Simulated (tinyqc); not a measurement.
Charge neutrality of a doped semiconductor with incomplete ionisation: one step, computed by the program tinyqc. Command: `OMP_NUM_THREADS=1 python tinyqc.py 3018898 3018899 out.jsonl dopant walk`. One thread of a shared host (Intel(R) Xeon(R) Processor @ 2.30GHz), about 0.03 s of CPU time with the checks.

Energies are counted from the top of the valence band; E_D is measured down from the conduction band and E_A up from the valence band.

Question. The closed form for the extrinsic range. With Boltzmann statistics, no holes and every acceptor ionised, n (n + N_A) = n1 (N_D - N_A - n) with n1 = (N_c/g_D) exp(-E_D/k_B T). Take the positive root.

Inputs (values chosen for the exercise, modelled on diamond):
```
quantity                value   unit
donor density N_D     6.3e+17  cm^-3
acceptor density N_A        0  cm^-3
donor depth E_D         0.554     eV
donor degeneracy g_D        2      -
temperature T             300      K
```

Doping: n-type. Statistics of the bands: Fermi-Dirac.

N_c = 6.158156e+19 cm^-3

k_B T = 0.02585200 eV

Give: n1; n from the quadratic.

Answer.

n1 = 1.5193e+10 cm^-3

n from the quadratic = 9.7825e+13 cm^-3
